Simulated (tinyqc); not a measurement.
Crystal pulling from the melt: segregation, interface stability, heat balance and point-defect regime: one step, computed by the program tinyqc.

A dilute solute; steady pulling with a flat interface unless it is found unstable.

Question. Boundary layer and effective coefficient. delta = 1.61 D^(1/3) nu^(1/6) omega^(-1/2), omega = 2 pi rpm/60; k_eff = k0/[k0 + (1 - k0) exp(-V delta/D)] (Burton, Prim and Slichter); the melt at the interface is enriched by k_eff/k0.

Inputs (values chosen for the exercise, for a model semiconductor):
```
quantity                      value    unit
equilibrium coefficient k0     0.57       -
diffusivity in the melt D   0.00017  cm^2/s
kinematic viscosity nu       0.0027  cm^2/s
crystal rotation                  2     rpm
pull rate V                    0.61  mm/min
```

Give: boundary layer delta; V delta/D; k_eff; enrichment at the interface.

Answer.

boundary layer delta = 727.2 micrometre

V delta/D = 0.4349

k_eff = 0.6719

enrichment at the interface = 1.179

k_eff has moved 23.7 % of the way from k0 to 1. A 10 % ripple of V gives striations of 1.43 % in C_s, since d ln k_eff/d ln V = (1 - k_eff) V delta/D.
